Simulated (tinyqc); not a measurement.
Linear model of a band gap against the share of exact exchange, step by step. Values are carried at full precision from step to step, so a last printed digit may differ when a step is redone from the rounded ones.

E(alpha) = E0 + S alpha. A wider gap screens less, modelled in the Penn form eps(alpha) = 1 + (e0 - 1)(EP/(EP + S alpha))^2 with a scale EP chosen for the exercise. A dielectric-dependent hybrid takes alpha = 1/eps.

Inputs chosen for the exercise (of the order of those of diamond; the results hold for these values, not for the real material):
```
symbol   value  unit  meaning
E0       4.09   eV    gap of the semi-local functional
S        6.86   eV    slope dE/d(alpha)
e0       6.16         optical dielectric constant at alpha = 0
EP       26.3   eV    energy scale of the screening
Et       5.52   eV    target gap
a_start  0.5          starting alpha
fv       0.46         share of the opening taken by the valence edge
Ed       1.51   eV    defect level above the semi-local valence top
cd       0            shift of the level per unit opening, on the scale of the mean potential
```

## Fixed shares

Gap, error against the target and eps for alpha = 0, 0.25 and 1/e0; and the alpha that meets the target, (Et - E0)/S.

Results:
```
alpha   E (eV)  E - Et (eV)    eps
0.0000   4.090       -1.430  6.160
0.2500   5.805        0.285  5.548
0.1623   5.204       -0.316  5.749
```

alpha for the target = 0.2085

A quarter of exact exchange overshoots the target by 0.29 eV: the material needs 0.208, and 1/e0 = 0.162 lies further from it than 0.25 does.

## Self-consistent share

Iterate alpha -> 1/eps(alpha) seven times from a_start. The fixed point solves alpha eps(alpha) = 1; the contraction factor there is 2 (eps - 1) S/((EP + S alpha) eps^2).

Iterates:
```
step    alpha     eps  E (eV)
0     0.50000  5.0380  7.5200
1     0.19849  5.6645  5.4516
2     0.17654  5.7157  5.3011
3     0.17496  5.7194  5.2902
4     0.17484  5.7197  5.2894
5     0.17483  5.7197  5.2894
6     0.17483  5.7197  5.2894
7     0.17483  5.7197  5.2894
```

fixed point = 0.17483
contraction factor = 0.0720

The factor is positive, so the iterates approach from one side, the error shrinking to 0.07 of itself each step; the gap is within 0.01 eV of its limit from step 3. Self-consistency moves the gap by +0.086 eV against the one-shot choice 1/e0, since a wider gap screens less.

## Band edges and a deep level

The opening c = S alpha lowers the valence top by fv c and raises the conduction edge by (1 - fv) c, both against the mean potential; the level moves by cd c. Use the fixed point. Compare with stretching the level in proportion to the gap and with pinning it to either edge.

opening c = 1.199 eV

shifts of the valence and conduction edges (eV): [-0.552, 0.648]

level above the valence top = 2.062 eV
level below the conduction edge = 3.228 eV

level above the valence top: stretched, tied to the valence edge, tied to the conduction edge (eV): [1.953, 1.510, 2.709]

The three recipes err by -0.11, -0.55 and +0.65 eV against alignment through the mean potential. A localised level with cd = 0 stays put while the edges move away from it.

## Checks

- Fixed point by bisection against 60 substitutions: both 0.17483.

Run: tinyqc, `OMP_NUM_THREADS=1 python tinyqc.py 1880093 1880094 out.jsonl`; Intel(R) Xeon(R) Processor @ 2.30GHz, one thread, shared host; about 0.01 s of CPU time with all checks.
